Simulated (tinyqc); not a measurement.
Band gaps under pressure and temperature from deformation potentials, step by step. Values are carried at full precision from step to step, so a last printed digit may differ when a step is redone from the rounded ones.

Murnaghan: V/V0 = (1 + Bp P/B0)^(-1/Bp), B0 = (C11 + 2 C12)/3. Each gap moves by a ln(V/V0) with its volume potential a, and falls with temperature by aV T^2/(T + bV) (Varshni); the two effects are added. No change of phase is considered.

Inputs chosen for the exercise (near those of AlAs, the X and L potentials typical of such crystals; shifted at random, so the results belong to these values and not to a real crystal): C11 = 123.1 GPa; C12 = 52.4 GPa; Bp = 4.18 (pressure derivative of the bulk modulus); P = 2.6 GPa (pressure); Eg = 3.086 eV (gap at Gamma to the s-like level at 0 K, 0 GPa); EgX = 2.25 eV (gap to X at 0 K, 0 GPa); EgL = 2.458 eV (gap to L at 0 K, 0 GPa); aG = -8.09 eV (volume potential of the Gamma gap); aX = 2.15 eV (volume potential of the X gap); aL = -3.14 eV (volume potential of the L gap); aV = (0.889, 0.713, 0.591) meV/K (Varshni alpha of Gamma, X, L); bV = (558, 569, 215) K (Varshni beta of Gamma, X, L); T = 500 K (temperature); aT = 5.3 1e-6/K (linear thermal expansion near 300 K).

## Volume under pressure

Give B0, V/V0, ln(V/V0), the change of the lattice constant and the linear estimate -P/B0.

B0 = 75.97 GPa
V/V0 = 0.96852
ln(V/V0) = -0.03199
change of a = -1.061 %
-P/B0 = -0.03423

The stiffening under pressure makes the compression 6.5 % smaller than the linear estimate.

## Gaps at P and T

Give both shifts and the gaps.

pressure shifts (eV): Gamma 0.2588, X -0.0688, L 0.1004

temperature shifts (eV): Gamma -0.2101, X -0.1667, L -0.2066

gaps (eV): Gamma 3.1347, X 2.0145, L 2.3518

The lowest valley is X (indirect gap), 337 meV below L; at 0 K and 0 GPa it is X.

## Pressure coefficients

Expand in P: E = E0 + c1 P + c2 P^2 with c1 = -a/B0 and c2 = a Bp/(2 B0^2).

c1 (meV/GPa): Gamma 106.49, X -28.30, L 41.33

c2 (meV/GPa^2): Gamma -2.930, X 0.779, L -1.137

Gamma and L rise under pressure and X falls, as the signs of the volume potentials say.

## Pressures at which the valleys cross

Two gaps meet at ln(V/V0) = -(E_i - E_j)/(a_i - a_j), with the gaps at T and P = 0; then P = (B0/Bp)(exp(-Bp ln(V/V0)) - 1). A dash marks expansion or a compression beyond ln(V/V0) = -0.3.

Crossings:
```
pair     E_i - E_j (eV)  ln(V/V0)  P (GPa)
Gamma-X          0.7927    0.0774        -
Gamma-L          0.6246    0.1262        -
L-X              0.1681    0.0318        -
```

The lowest valley stays X down to ln(V/V0) = -0.3, far beyond the phase change of the real crystal near 12 GPa.

## How much of dE/dT is thermal expansion

At 300 K: dE/dT = -aV T (T + 2 bV)/(T + bV)^2; expansion alone gives 3 aT a; the rest is electron-phonon coupling.

dE/dT (meV/K): Gamma -0.5130, X -0.4073, L -0.4880

from expansion (meV/K): Gamma -0.1286, X 0.0342, L -0.0499

remainder (meV/K): Gamma -0.3844, X -0.4415, L -0.4381

Expansion supplies 25 % of the slope at Gamma and 10 % at L; at X it works against the fall.

## Checks

- Slope of the Gamma gap at P = 0 by finite differences against c1 (meV/GPa): both 106.49.

tinyqc: `OMP_NUM_THREADS=1 python tinyqc.py 1050310 1050311 out.jsonl`; about 0.01 s, one thread, shared Intel(R) Xeon(R) Processor @ 2.30GHz.
